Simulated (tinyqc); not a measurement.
Inside a calculation. Method: harmonic frequencies on the unrestricted B3LYP (VWN-RPA form)/sto-3g surface (energies and gradients from PySCF), for H4+, spin multiplicity 2. One step of it, computed by the program tinyqc.

Question. Normal modes. Diagonalise H_ij / sqrt(m_i m_j); the 6 smallest eigenvalues belong to translations and rotations; wavenumber = sqrt(eigenvalue / 1822.888) x 219474.63; each mode has its largest component positive (the first on a tie); zero-point energy = sum of wavenumbers / 2, with 349.755 1/cm per kcal/mol.

Hessian (symmetrised) (hartree/bohr^2):
```
             1Hx          1Hy          1Hz          2Hx          2Hy          2Hz          3Hx          3Hy
1Hx   0.00287239  -0.00078768  -0.01629872  -0.00316045   0.00103820   0.01476351  -0.00033046  -0.00041979
1Hy  -0.00078768   0.00134445   0.00694453   0.00089925  -0.00143347  -0.00665337  -0.00027493  -0.00083855
1Hz  -0.01629872   0.00694453   0.14250846   0.01912756  -0.00971855  -0.11772797  -0.00636281   0.00387544
2Hx  -0.00316045   0.00089925   0.01912756   0.00467611  -0.00231406  -0.00816173  -0.00118890   0.00170178
2Hy   0.00103820  -0.00143347  -0.00971855  -0.00231406   0.00263671   0.00007277   0.00169661  -0.00036629
2Hz   0.01476351  -0.00665337  -0.11772797  -0.00816173   0.00007277   0.17865582  -0.00464562   0.00580944
3Hx  -0.00033046  -0.00027493  -0.00636281  -0.00118890   0.00169661  -0.00464562   0.00477731  -0.00239370
3Hy  -0.00041979  -0.00083855   0.00387544   0.00170178  -0.00036629   0.00580944  -0.00239370   0.00267529
3Hz  -0.00188627   0.00070714   0.01833972  -0.00469261   0.00585240  -0.07927477  -0.00855746   0.00044083
4Hx   0.00061852   0.00016336   0.00353400  -0.00032675  -0.00042074  -0.00195617  -0.00325796   0.00111172
4Hy   0.00016926   0.00092753  -0.00110140  -0.00028696  -0.00083692   0.00077115   0.00097203  -0.00147041
4Hz   0.00342149  -0.00099830  -0.04312046  -0.00627323   0.00379338   0.01834718   0.01956587  -0.01012570

             3Hz          4Hx          4Hy          4Hz
1Hx  -0.00188627   0.00061852   0.00016926   0.00342149
1Hy   0.00070714   0.00016336   0.00092753  -0.00099830
1Hz   0.01833972   0.00353400  -0.00110140  -0.04312046
2Hx  -0.00469261  -0.00032675  -0.00028696  -0.00627323
2Hy   0.00585240  -0.00042074  -0.00083692   0.00379338
2Hz  -0.07927477  -0.00195617   0.00077115   0.01834718
3Hx  -0.00855746  -0.00325796   0.00097203   0.01956587
3Hy   0.00044083   0.00111172  -0.00147041  -0.01012570
3Hz   0.17862160   0.01513637  -0.00700038  -0.11768631
4Hx   0.01513637   0.00296620  -0.00085435  -0.01671419
4Hy  -0.00700038  -0.00085435   0.00137977   0.00733064
4Hz  -0.11768631  -0.01671419   0.00733064   0.14245934
```

masses (u): 1H 1.007825, 2H 1.007825, 3H 1.007825, 4H 1.007825

Give: eigenvalues of the mass-weighted Hessian; harmonic wavenumbers of the vibrations; mass-weighted modes; zero-point energy.

Answer.

eigenvalues of the mass-weighted Hessian (hartree/(bohr^2 u)): 0.000  0.000  0.000  0.000  0.000  0.000  0.001  0.003  0.004  0.087  0.201  0.363

harmonic wavenumbers of the vibrations (1/cm): 193.5  297.5  325.6  1519.5  2306.9  3096.6

mass-weighted modes:
```
     mode 1  mode 2  mode 3  mode 4  mode 5  mode 6
1Hx   0.184  -0.405  -0.288  -0.046   0.065  -0.049
1Hy  -0.136   0.287  -0.409   0.015  -0.030   0.021
1Hz   0.187  -0.071  -0.013   0.527  -0.495   0.432
2Hx  -0.519   0.407   0.289   0.153  -0.065   0.036
2Hy   0.363  -0.289   0.410  -0.121   0.030  -0.008
2Hz   0.085   0.071   0.013   0.426   0.495  -0.556
3Hx   0.523   0.400   0.287  -0.154  -0.067  -0.038
3Hy  -0.366  -0.284   0.408   0.122   0.032   0.009
3Hz  -0.082   0.072   0.013  -0.427   0.494   0.556
4Hx  -0.188  -0.402  -0.287   0.047   0.067   0.051
4Hy   0.138   0.285  -0.408  -0.016  -0.031  -0.022
4Hz  -0.190  -0.072  -0.013  -0.526  -0.495  -0.432
```

zero-point energy = 11.064 kcal/mol
